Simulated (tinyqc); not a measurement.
Worked calculation: MP2 on RHF in the sto-3g basis, for H6, spin multiplicity 1. One step of it, computed by the program tinyqc.

Task: Iteration 6 (converged): orbitals. Diagonalise F' = X^T F X, C = X C', fill 3 alpha and 3 beta electrons from the bottom; D = 2 C_occ C_occ^T. Each column has its largest component positive (the first on a tie).

converged F (hartree), lower triangle:
```
           1H 1s      2H 1s      3H 1s      4H 1s      5H 1s      6H 1s
1H 1s  -0.364661
2H 1s  -0.596252  -0.397331
3H 1s  -0.122241  -0.256322  -0.401728
4H 1s  -0.026148  -0.122272  -0.603027  -0.401728
5H 1s  -0.000543  -0.011042  -0.122272  -0.256322  -0.397331
6H 1s  -0.001877  -0.000543  -0.026148  -0.122241  -0.596252  -0.364661
```

X, lower triangle:
```
           1H 1s      2H 1s      3H 1s      4H 1s      5H 1s     6H 1s
1H 1s   1.248292
2H 1s  -0.484942   1.309847
3H 1s   0.061534  -0.242477   1.318486
4H 1s  -0.018373   0.063531  -0.507857   1.318486
5H 1s   0.001806  -0.005351   0.063531  -0.242477   1.309847
6H 1s  -0.000551   0.001806  -0.018373   0.061534  -0.484942  1.248292
```

Give: F' = X^T F X; orbital energies; coefficients C; D after iteration 6.

Result:

F' = X^T F X (hartree), lower triangle:
```
         1        2        3        4        5       6
1   0.0555
2  -0.6463   0.0987
3   0.0727  -0.2654   0.1093
4  -0.0164   0.0757  -0.6746   0.1093
5   0.0039  -0.0080   0.0757  -0.2654   0.0987
6  -0.0040   0.0039  -0.0164   0.0727  -0.6463  0.0555
```

orbital energies (hartree): MO1 -0.6716, MO2 -0.5905, MO3 -0.4891, MO4 0.4634, MO5 0.7375, MO6 1.0771

coefficients C:
```
          MO1      MO2      MO3      MO4      MO5      MO6
1H 1s  0.2087   0.3743  -0.3556  -0.6488  -0.8521   0.5834
2H 1s  0.2579   0.3934  -0.2905   0.4921   0.9125  -0.7957
3H 1s  0.3657   0.0550   0.4198   0.7144  -0.1885   1.0975
4H 1s  0.3657  -0.0550   0.4198  -0.7144  -0.1885  -1.0975
5H 1s  0.2579  -0.3934  -0.2905  -0.4921   0.9125   0.7957
6H 1s  0.2087  -0.3743  -0.3556   0.6488  -0.8521  -0.5834
```

D after iteration 6, lower triangle:
```
         1H 1s    2H 1s    3H 1s    4H 1s   5H 1s   6H 1s
1H 1s   0.6203
2H 1s   0.6088   0.6114
3H 1s  -0.1048  -0.0120   0.6260
4H 1s  -0.1872  -0.0986   0.6139   0.6260
5H 1s   0.0197  -0.0077  -0.0986  -0.0120  0.6114
6H 1s   0.0598   0.0197  -0.1872  -0.1048  0.6088  0.6203
```
